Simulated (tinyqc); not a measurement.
Inside a calculation. Method: empirical pseudopotential in a few plane waves. One step of it, computed by the program tinyqc.

Question. Levels at G. Diagonalise the Hermitian matrix.

H(k) at G (eV), lower triangle (Hermitian):
```
                     +0+0+0               -1-1-1               -1-1+1               -1+1-1
+0+0+0             0.000000
-1-1-1   1.914515-0.923585i            15.417338
-1-1+1  -1.914515-0.923585i   0.000000+0.979610i            15.417338
-1+1-1  -1.914515-0.923585i   0.000000+0.979610i             0.435382            15.417338
-1+1+1  -1.914515+0.923585i            -0.435382   0.000000+0.979610i   0.000000+0.979610i
+1-1-1  -1.914515-0.923585i   0.000000+0.979610i             0.435382             0.435382
+1-1+1  -1.914515+0.923585i            -0.435382   0.000000+0.979610i             0.000000
+1+1-1  -1.914515+0.923585i            -0.435382             0.000000   0.000000+0.979610i
+1+1+1   1.914515+0.923585i             0.000000            -0.435382            -0.435382
-2+0+0   0.000000-0.979610i  -1.914515+0.923585i  -1.914515-0.923585i  -1.914515-0.923585i
+0-2+0   0.000000-0.979610i  -1.914515+0.923585i  -1.914515-0.923585i   0.307862-0.125069i
+0+0-2   0.000000-0.979610i  -1.914515+0.923585i   0.307862-0.125069i  -1.914515-0.923585i
+0+0+2   0.000000+0.979610i  -0.307862-0.125069i   1.914515+0.923585i  -0.307862+0.125069i
+0+2+0   0.000000+0.979610i  -0.307862-0.125069i  -0.307862+0.125069i   1.914515+0.923585i
+2+0+0   0.000000+0.979610i  -0.307862-0.125069i  -0.307862+0.125069i  -0.307862+0.125069i

                     -1+1+1               +1-1-1               +1-1+1               +1+1-1
-1+1+1            15.417338
+1-1-1             0.000000            15.417338
+1-1+1             0.435382   0.000000+0.979610i            15.417338
+1+1-1             0.435382   0.000000+0.979610i             0.435382            15.417338
+1+1+1   0.000000+0.979610i            -0.435382   0.000000+0.979610i   0.000000+0.979610i
-2+0+0   1.914515-0.923585i   0.307862-0.125069i  -0.307862-0.125069i  -0.307862-0.125069i
+0-2+0  -0.307862-0.125069i  -1.914515-0.923585i   1.914515-0.923585i  -0.307862-0.125069i
+0+0-2  -0.307862-0.125069i  -1.914515-0.923585i  -0.307862-0.125069i   1.914515-0.923585i
+0+0+2  -1.914515+0.923585i  -0.307862+0.125069i  -1.914515+0.923585i   0.307862+0.125069i
+0+2+0  -1.914515+0.923585i  -0.307862+0.125069i   0.307862+0.125069i  -1.914515+0.923585i
+2+0+0   0.307862+0.125069i   1.914515+0.923585i  -1.914515+0.923585i  -1.914515+0.923585i

                     +1+1+1     -2+0+0     +0-2+0     +0+0-2
+1+1+1            15.417338
-2+0+0  -0.307862+0.125069i  20.556450
+0-2+0  -0.307862+0.125069i   0.435382  20.556450
+0+0-2  -0.307862+0.125069i   0.435382   0.435382  20.556450
+0+0+2  -1.914515-0.923585i  -0.435382  -0.435382   0.000000
+0+2+0  -1.914515-0.923585i  -0.435382   0.000000  -0.435382
+2+0+0  -1.914515-0.923585i   0.000000  -0.435382  -0.435382

           +0+0+2     +0+2+0     +2+0+0
+0+0+2  20.556450
+0+2+0   0.435382  20.556450
+2+0+0   0.435382   0.435382  20.556450
```

Give: eigenvalues.

Answer.

eigenvalues (eV): -2.981  11.695  11.695  11.695  12.823  15.702  15.702  15.702  19.686  19.686  19.860  23.124  23.124  23.124  26.043
